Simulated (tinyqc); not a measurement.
# Surface potential of a MOS transistor: implicit equation and explicit approximations: effect of the insulator thickness at fixed gate voltage

p-type body, charge-sheet picture, depletion and inversion only, full ionisation (an idealisation for deep acceptors), Boltzmann statistics (rough once Na exp(x - xn) passes about Nc/7). In units of Vt: xg = (Vg - Vfb)/Vt, x = psi/Vt, G = gamma/sqrt(Vt), xn = (2 phiF + Vc)/Vt. The implicit equation is (xg - x)^2 = G^2 [x - 1 + exp(x - xn)] for x above about 3. Cox = eps0 eox/tox.

ni = sqrt(Nc Nv) exp(-Eg/(2 Vt)), Eg in volts; phiF = Vt ln(Na/ni); gamma = sqrt(2 q eps0 eps_r Na)/Cox; VT = Vfb + Vt (xn + G sqrt(xn - 1)). Depletion value a = 1 + [sqrt(G^2/4 + xg - 1) - G/2]^2; inversion value b = xn + ln[(xg - xn)^2/G^2 - xn + 1] and first guess y = min(a, b) - ln(1 + exp(-|a - b|)) if a > xn + 1, else b = y = a; one second-order correction with D = exp(y - xn), p = 2 (xg - y) + G^2 (1 + D), w = (xg - y)^2 - G^2 (y - 1 + D): z = y + 2 w/(p + sqrt(p^2 - 2 (2 - G^2 D) w)), or the Newton step z = y + w/p where the root is not real. N_inv = (Cox Vt G/q) [sqrt(x - 1 + exp(x - xn)) - sqrt(x - 1)] at the root. Lambert form (Cox m Vt/q) W0[(G/(2 m sqrt(xn - 1))) exp((Vg - VT)/(m Vt))], m = 1 + G/(2 sqrt(xn - 1)). Errors under 1e-4 mV, and the linear form below VT, are printed as 0.

Parameters, values chosen for the exercise; band and dielectric values close to those of silicon: temperature T = 300 K; band gap Eg = 1.13 eV; relative permittivity eps_r = 11.5; conduction-band density of states at T Nc = 2.81e19 cm^-3; valence-band density of states at T Nv = 2.6e19 cm^-3; relative permittivity of the gate insulator (close to silicon nitride) eox = 7.54; acceptor density Na = 6.2e17 cm^-3; flat-band voltage Vfb = -0.96 V; channel-body voltage Vc = 1 V; gate-body voltage Vg = 3.73 V.

Constants: q = 1.602176634e-19 C, kB = 1.380649e-23 J/K, Vt = kB T/q, eps0 = 8.8541878128e-14 F/cm where lengths are in cm. Results are converted to the units shown.

Result of one run:
```
tox (nm)  psi (V)   x - xn  error of y (mV)  error of z (mV)  N_inv (cm^-2)  Cox (Vg - VT)/q (cm^-2)  Lambert form (cm^-2)
39         1.5000  -16.821                0                0         1479.2                        0                765.76
```

What becomes of these results when the insulator thickness tox is changed from 39 to 21 nm, all else the same?

Result of the changed run:
```
tox (nm)  psi (V)  x - xn  error of y (mV)  error of z (mV)  N_inv (cm^-2)  Cox (Vg - VT)/q (cm^-2)  Lambert form (cm^-2)
21         2.0397  4.0577             5.97          -0.0612      1.2750e12                1.5883e12             1.2864e12
```

The whole series:
```
tox (nm)  psi (V)   x - xn  error of y (mV)  error of z (mV)  N_inv (cm^-2)  Cox (Vg - VT)/q (cm^-2)  Lambert form (cm^-2)
11         2.0895   5.9827             3.89          -0.0162      5.8182e12                6.5582e12             5.8860e12
15         2.0692   5.1992             4.27          -0.0217      3.2674e12                3.7750e12             3.3009e12
21         2.0397   4.0577             5.97          -0.0612      1.2750e12                1.5883e12             1.2864e12
28         1.9750   1.5544             9.31           -0.183      1.2113e11                2.2154e11             1.2208e11
39         1.5000  -16.821                0                0         1479.2                        0                765.76
```

As tox goes from 11 to 39, psi falls from 2.09 to 1.50 V, x - xn falls from 5.98 to -16.8 and N_inv falls from 5.82e12 to 1480 cm^-2. The Lambert form lies between 0.518 and 1.01 times N_inv. For tox = 11, 15, 21 the electron quasi-Fermi level lies less than 2 Vt below the band edge at the surface, or above it, where degeneracy and confinement, left out, matter.

Computed by the program tinyqc: `OMP_NUM_THREADS=1 python tinyqc.py 2122249 2122250 out.jsonl`, one thread of a shared Intel Xeon 2.30GHz, about 0.01 s for the whole run.
